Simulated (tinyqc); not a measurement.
Inside a calculation. Method: plane-wave Kohn-Sham cycle with exchange-only LDA in a layered model solid. Computed by tinyqc, a small Python program that keeps every step. Settings: points = 16, plane-wave index or count = 2, electrons = 4, k points = 1, area = 16.0, mixing = 0.5, iteration cap = 73. Command: `OMP_NUM_THREADS=1 python tinyqc.py 29921 29922 out.jsonl` (the two numbers bound the seeds that draw the settings). One thread of a shared host (Intel(R) Xeon(R) Processor @ 2.60GHz), about 0.01 s of CPU time with the checks. Later iterations appear only in the table of the cycle.

## Iteration 1: potential

A solid whose potential varies along x alone (atomic units):
```
parameter,value
period a,10.400000
cross-section of the cell,16.000000
electrons per cell,4
grid points,16
"plane waves -n..n, n",2
k points,1
V1 in V1 cos(2 pi x/a),-0.170000
```

density at the start, on the grid x_j = j a/N (e/bohr^3): 0.02403846  0.02403846  0.02403846  0.02403846  0.02403846  0.02403846  0.02403846  0.02403846  0.02403846  0.02403846  0.02403846  0.02403846  0.02403846  0.02403846  0.02403846  0.02403846

V_H(G) = 4 pi rho(G)/G^2 for G != 0 (uniform background); v_x = -(3 rho/pi)^(1/3); V = V_ext + V_H + v_x; Fourier components f(G_m) = (1/N) sum_j f(x_j) exp(-i G_m x_j).

Potentials on the grid (hartree):
```
x,V_ext,V_H,v_x,V
0.000000,-0.170000,0.000000,-0.284201,-0.454201
0.650000,-0.157060,0.000000,-0.284201,-0.441261
1.300000,-0.120208,0.000000,-0.284201,-0.404409
1.950000,-0.065056,0.000000,-0.284201,-0.349257
2.600000,0,0.000000,-0.284201,-0.284201
3.250000,0.065056,0.000000,-0.284201,-0.219145
3.900000,0.120208,0.000000,-0.284201,-0.163993
4.550000,0.157060,0.000000,-0.284201,-0.127142
5.200000,0.170000,0.000000,-0.284201,-0.114201
5.850000,0.157060,0.000000,-0.284201,-0.127142
6.500000,0.120208,0.000000,-0.284201,-0.163993
7.150000,0.065056,0.000000,-0.284201,-0.219145
7.800000,0,0.000000,-0.284201,-0.284201
8.450000,-0.065056,0.000000,-0.284201,-0.349257
9.100000,-0.120208,0.000000,-0.284201,-0.404409
9.750000,-0.157060,0.000000,-0.284201,-0.441261
```

V(G_m), m = 0, 1, 2, ... (hartree): -0.284201  -0.085000  0.000000  0.000000  0.000000

## Iteration 1: Hamiltonian at one k

k = 0.000000 2 pi / a

H(m,m') = (k + G_m)^2/2 delta + V(G_m - G_m'), with V(-G) = V(G).

H (hartree), lower triangle:
```
,-2,-1,+0,+1,+2
-2,0.445799
-1,-0.085000,-0.101701
+0,0.000000,-0.085000,-0.284201
+1,0.000000,0.000000,-0.085000,-0.101701
+2,0.000000,0.000000,0.000000,-0.085000,0.445799
```

## Iteration 1: levels at that k

Diagonalise the Hermitian matrix.

eigenvalues (hartree): -0.345719  -0.114594  -0.053528  0.458692  0.459144

## Iteration 1: new density

Motion across x is left out: the lowest 2 band(s) hold two electrons at each of the k points (j + 1/2)/nk - 1/2. Residual R = rho(out) - rho(in); rho(new) = rho(in) + 0.5 R. rho(out) = 2/(a A nk) sum |psi|^2 with psi = sum c exp(i G x). Harris energy E = band energy - dV sum rho (V_H/2 + v_x) + (3/4) dV sum rho v_x with rho(in), dV = a A/N, band energy = (2/nk) sum of the filled levels.

rho(out) (e/bohr^3): 0.03083644  0.03386903  0.03904602  0.03917302  0.03158019  0.01991120  0.00951411  0.00320059  0.00119061  0.00320059  0.00951411  0.01991120  0.03158019  0.03917302  0.03904602  0.03386903

density after iteration 1 (e/bohr^3): 0.02743745  0.02895375  0.03154224  0.03160574  0.02780933  0.02197483  0.01677629  0.01361953  0.01261453  0.01361953  0.01677629  0.02197483  0.02780933  0.03160574  0.03154224  0.02895375

energy per cell = -0.63642536 hartree

## Iteration 2: potential

As before.

Potentials on the grid (hartree):
```
x,V_ext,V_H,v_x,V
0.000000,-0.170000,0.267767,-0.297010,-0.199244
0.650000,-0.157060,0.258022,-0.302384,-0.201422
1.300000,-0.120208,0.221664,-0.311139,-0.209683
1.950000,-0.065056,0.146644,-0.311348,-0.229760
2.600000,0,0.033236,-0.298346,-0.265110
3.250000,0.065056,-0.099274,-0.275824,-0.310042
3.900000,0.120208,-0.221144,-0.252090,-0.353026
4.550000,0.157060,-0.305392,-0.235168,-0.383500
5.200000,0.170000,-0.335279,-0.229235,-0.394514
5.850000,0.157060,-0.305392,-0.235168,-0.383500
6.500000,0.120208,-0.221144,-0.252090,-0.353026
7.150000,0.065056,-0.099274,-0.275824,-0.310042
7.800000,0,0.033236,-0.298346,-0.265110
8.450000,-0.065056,0.146644,-0.311348,-0.229760
9.100000,-0.120208,0.221664,-0.311139,-0.209683
9.750000,-0.157060,0.258022,-0.302384,-0.201422
```

V(G_m), m = 0, 1, 2, ... (hartree): -0.281178  0.049742  -0.007959  -0.001027  0.000090

## Iteration 2: Hamiltonian at one k

k = 0.000000 2 pi / a

As before.

H (hartree), lower triangle:
```
,-2,-1,+0,+1,+2
-2,0.448823
-1,0.049742,-0.098678
+0,-0.007959,0.049742,-0.281178
+1,-0.001027,-0.007959,0.049742,-0.098678
+2,0.000090,-0.001027,-0.007959,0.049742,0.448823
```

## Iteration 2: levels at that k

As before.

eigenvalues (hartree): -0.306961  -0.095455  -0.085129  0.453188  0.453469

## Iteration 2: new density

As before.

rho(out) (e/bohr^3): 0.00314610  0.00580825  0.01332441  0.02378676  0.03334016  0.03756958  0.03492906  0.02898926  0.02597435  0.02898926  0.03492906  0.03756958  0.03334016  0.02378676  0.01332441  0.00580825

density after iteration 2 (e/bohr^3): 0.01529178  0.01738100  0.02243332  0.02769625  0.03057474  0.02977220  0.02585267  0.02130439  0.01929444  0.02130439  0.02585267  0.02977220  0.03057474  0.02769625  0.02243332  0.01738100

energy per cell = -0.63499480 hartree

## Convergence

Stop when sqrt(dV sum R^2) is below 1e-8, dV = a A/N.

Course of the cycle:
```
iteration,E (hartree),norm of the residual
1,-0.63642536,1.80e-01
2,-0.63499480,2.12e-01
3,-0.74436855,2.20e-01
4,-0.67376568,2.33e-01
5,-0.78465820,2.33e-01
6,-0.67535724,2.34e-01
7,-0.78588512,2.34e-01
8,-0.67534981,2.34e-01
9,-0.78587785,2.34e-01
10,-0.67534684,2.34e-01
11,-0.78587661,2.34e-01
...,...,...
63,-0.78587679,2.34e-01
64,-0.67534616,2.34e-01
65,-0.78587679,2.34e-01
66,-0.67534616,2.34e-01
67,-0.78587679,2.34e-01
68,-0.67534616,2.34e-01
69,-0.78587679,2.34e-01
70,-0.67534616,2.34e-01
71,-0.78587679,2.34e-01
72,-0.67534616,2.34e-01
73,-0.78587679,2.34e-01
```

Not converged within 73 iterations: the residual has stopped falling: the iteration swings between two states. Reruns (cap 100 unless said): mixing 0.1: not converged; mixing 0.5, Kerker q0 1.0: not converged; mixing 0.3, Pulay depth 5: not converged; the original settings with a cap of 400: not converged.
